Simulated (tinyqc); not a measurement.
Inside a calculation. Method: coherent transport through a tight-binding region between two chains. One step of it, computed by the program tinyqc.

Problem. Transmission at E = -0.21 eV. Surface Green function g = (E - i sqrt(4 t^2 - E^2)) / (2 t^2); self-energy tc^2 g on each contact site; G = (E - H - Sigma)^(-1); Gamma = -2 Im Sigma; T = Gamma_L Gamma_R |G_LR|^2; local density of states -Im G_ii / pi.

H of the central region (eV):
```
           1          2          3          4          5
1   0.000000  -1.190000   0.000000   0.000000   0.000000
2  -1.190000   0.000000  -1.190000   0.000000   0.000000
3   0.000000  -1.190000   0.000000  -1.410000   0.000000
4   0.000000   0.000000  -1.410000   0.000000  -1.990000
5   0.000000   0.000000   0.000000  -1.990000   0.000000
```

Leads: semi-infinite chains with site energy 0:
```
parameter                           value
lead hopping t (eV)              2.940000
coupling to the left lead (eV)   0.280000
coupling to the right lead (eV)  0.600000
left contact site                       1
right contact site                      5
```

E = -0.210000 eV

Give: g; G; local density of states; transmission.

Solution.

g = -0.012-0.340i 1/eV

G (1/eV):
```
               1              2              3              4
1  -1.803-0.321i   0.516-0.016i   1.894+0.318i  -0.154+0.061i
2   0.516-0.016i   0.090-0.014i   0.340+0.013i  -0.026+0.014i
3   1.894+0.318i   0.340+0.013i  -1.834-0.316i   0.149-0.058i
4  -0.154+0.061i  -0.026+0.014i   0.149-0.058i   0.044-0.021i
5  -1.358-0.219i  -0.243-0.008i   1.315+0.218i   0.401+0.039i

               5
1  -1.358-0.219i
2  -0.243-0.008i
3   1.315+0.218i
4   0.401+0.039i
5  -0.890-0.150i
```

local density of states (1/eV): 0.102  0.005  0.101  0.007  0.048

transmission = 0.025
